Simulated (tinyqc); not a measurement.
One-electron ion in a basis of Gaussians, step by step. One step of it, computed by the program tinyqc.

Question. Matrices over normalised Gaussians. With p = a_i + a_j and I(k) = Gamma((k+1)/2) / (2 p^((k+1)/2)): S = I(2l+2), T = (2l+3) a_i a_j S / p, V = -Z I(2l+1), each divided by sqrt(S_ii S_jj).

exponents of r^l exp(-a r^2) (1/bohr^2): [1.162000, 1.873000, 3.020000, 4.870000]

Z = 3

l = 0

Give: S; T; V.

Answer.

S:
$$\begin{pmatrix}
1.0000 & 0.9586 & 0.8480 & 0.7005 \\
0.9586 & 1.0000 & 0.9585 & 0.8478 \\
0.8480 & 0.9585 & 1.0000 & 0.9585 \\
0.7005 & 0.8478 & 0.9585 & 1.0000
\end{pmatrix}$$

T (hartree):
$$\begin{pmatrix}
1.7430 & 2.0622 & 2.1347 & 1.9715 \\
2.0622 & 2.8095 & 3.3242 & 3.4407 \\
2.1347 & 3.3242 & 4.5300 & 5.3600 \\
1.9715 & 3.4407 & 5.3600 & 7.3050
\end{pmatrix}$$

V (hartree):
$$\begin{pmatrix}
-5.1605 & -5.6529 & -5.8701 & -5.8239 \\
-5.6529 & -6.5518 & -7.1772 & -7.4528 \\
-5.8701 & -7.1772 & -8.3195 & -9.1137 \\
-5.8239 & -7.4528 & -9.1137 & -10.5647
\end{pmatrix}$$
